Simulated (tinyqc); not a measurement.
## Trap depth and cross-section from two peaks

Inverse problem. A DLTS peak lies where ew = sn g T^2 exp(-Et/kB T), g = vth Nc/(300 K)^2. Find Et and sn.

Values chosen for this exercise: conduction-band density of states at 300 K Nc = 1.69e19 cm^-3; thermal velocity at 300 K vth = 1.9e7 cm/s.

Constants: q = 1.602176634e-19 C, kB = 1.380649e-23 J/K. Results are converted to the units shown.

peak temperatures for ew = 10 and 2000 1/s (K): [113.67539, 139.35463]

Solution. The slope of ln(ew/T^2) against q/kB T is -Et, and the intercept is ln(sn g).

Et = 0.260 eV
sn = 7.30e-14 cm^2

tinyqc, about 0.01 s, one thread, Intel Xeon 2.30GHz (shared host): `OMP_NUM_THREADS=1 python tinyqc.py 2050129 2050130 out.jsonl`
